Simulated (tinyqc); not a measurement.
Off-state leakage of single and stacked transistors: subthreshold current against the height of the stack.

n-channel devices of unit width. Subthreshold current I(Vg, Vs, Vd) = I0 (T/300 K)^0.5 exp[(Vg - Vs - VT(T) - gb (Vs - Vb) + dd (Vd - Vs))/(nf Vt)] (1 - exp(-(Vd - Vs)/Vt)), VT(T) = VT - cT (T - 300 K). Gate-edge tunnelling Ig (Vd/1 V) exp(ag (Vd - 1 V)), for a gate at 0 V, and band-to-band leakage Ab u exp(-Bb/u), u = Vd - Vb + 1 V, flow at a drain held at V; both are taken as independent of T. In a stack of off transistors (all gates at 0 V) the same subthreshold current passes through each.

All n gates at 0 V, bottom source at 0 V, top drain at V; node voltages follow from equal currents.

Inputs (values chosen for the exercise); values of the order met in bulk silicon logic transistors:
- T = 300 K (temperature)
- V = 1.2 V (supply voltage)
- VT = 0.42 V (threshold at 300 K, zero drain and body bias)
- cT = 0.9 mV/K (fall of the threshold with temperature)
- I0 = 0.65 uA/um (current at threshold at 300 K)
- nf = 1.15 (slope factor)
- dd = 0.07 (drain-induced lowering per volt)
- gb = 0.22 (rise of the threshold per volt of source-body bias)
- Vb = 0 V (body voltage)

Constants: q = 1.602176634e-19 C, kB = 1.380649e-23 J/K, Vt = kB T/q. Results are converted to the units shown.

Subthreshold current against the height of the stack:

| n | I (nA/um) | reduction factor | drain voltage of the bottom device (mV) | source voltage of the top device (mV) | voltage across the top device (V) |
|---|---|---|---|---|---|
| 1 | 0.008028 | 1.000 | 1200 | 0 | 1.200 |
| 2 | 5.059e-4 | 15.87 | 63.71 | 63.71 | 1.136 |
| 3 | 2.447e-4 | 32.81 | 17.58 | 80.45 | 1.120 |
| 4 | 1.602e-4 | 50.13 | 10.29 | 90.22 | 1.110 |
| 5 | 1.187e-4 | 67.61 | 7.274 | 97.11 | 1.103 |
| 6 | 9.424e-5 | 85.19 | 5.621 | 102.4 | 1.098 |

The second transistor cuts the current by a factor of 15.9, the third by a further 2.07 and the sixth by 1.26. The top device keeps 91.5 % of the supply at n = 6, while the drain voltage of the bottom one falls to 0.217 Vt.

tinyqc, about 0.03 s, one thread, Intel Xeon 2.30GHz (shared host): `OMP_NUM_THREADS=1 python tinyqc.py 2242139 2242140 out.jsonl`
